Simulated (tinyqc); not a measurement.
Resistance of a source-drain extension with a graded tip: two steps of the calculation.

y runs along the channel, the gate covers y > 0. The doping is N0 for y < y0 and N0 10^(-(y - y0)/la) beyond, uniform over the depth xj. Sheet conductance s(y) = q mu(N) max(N - Nch, 0) xj + (for y > 0) ma Cox Vo, with mu(N) = u0 + (u1 - u0)/(1 + (N/Nr)^au) and Cox = eps0 eox/tox. Current is taken as one-dimensional; depletion of the tip, spreading and the contact are left out. The metallurgical junction lies at yj, where N = Nch.

Parameters, values chosen for the exercise; mobility law close to that of electrons in silicon: relative permittivity of the gate insulator (close to silicon nitride) eox = 7.43; insulator thickness tox = 6.9 nm; active doping of the extension far from the gate N0 = 5.5e19 cm^-3; lateral abruptness la = 3.5 nm/decade; position under the gate where the fall begins (gate edge at 0) y0 = -0.8 nm; depth of the extension xj = 9 nm; channel doping Nch = 3.7e17 cm^-3; gate overdrive Vo = 0.41 V; mobility of the gate-induced layer ma = 140 cm^2/(V s); mobility at low doping u1 = 1414 cm^2/(V s); mobility at high doping u0 = 68.5 cm^2/(V s); reference doping Nr = 9.2e16 cm^-3; exponent au = 0.711; gate length Lg = 30 nm.

Constants: q = 1.602176634e-19 C, eps0 = 8.8541878128e-14 F/cm where lengths are in cm. Results are converted to the units shown.

Task 1. Sheet resistances and junction position. yj = y0 + la log10(N0/Nch); sheet resistance of the full extension 1/[q mu(N0)(N0 - Nch) xj] and of the gate-induced layer 1/(ma Cox Vo); metallurgical length Lg - 2 yj; ye is where the doped and the gate-induced conductances are equal.

Give: yj; sheet resistance of the extension; sheet resistance of the induced layer; metallurgical length; ye; N at ye.

Result 1.

yj = 6.803 nm
sheet resistance of the extension = 1536 ohm/square
sheet resistance of the induced layer = 1.827e4 ohm/square
metallurgical length = 16.39 nm
ye = 3.982 nm
N at ye = 2.366e18 cm^-3

The gate takes over 2.82 nm before the junction, where N is still 6.40 times the channel doping.

Task 2. Resistance of the overlapped part. Midpoint rule on 11 equal steps from 0 to yj: R_ov = sum h/s(y), per width.

Find: y; N; doped conductance; sheet resistance; R_ov.

Result 2.

```
point   y (nm)  N (cm^-3)  doped conductance (uS)  sheet resistance (ohm/square)
0      0.30921  2.6512e19                  347.07                         2488.8
1      0.92762  1.7650e19                  248.67                         3296.1
2       1.5460  1.1751e19                  180.47                         4251.8
3       2.1645  7.8231e18                  132.52                         5340.4
4       2.7829  5.2082e18                  98.168                         6540.4
5       3.4013  3.4673e18                  72.903                         7835.2
6       4.0197  2.3084e18                  53.690                         9223.6
7       4.6381  1.5368e18                  38.464                          10731
8       5.2565  1.0231e18                  25.815                          12416
9       5.8749  6.8114e17                  14.792                          14385
10      6.4934  4.5347e17                  4.7661                          16809
```

R_ov = 57.708 ohm um

Numbers from tinyqc (`OMP_NUM_THREADS=1 python tinyqc.py 2282006 2282007 out.jsonl`; about 0.04 s on one thread of a shared Intel Xeon 2.30GHz).
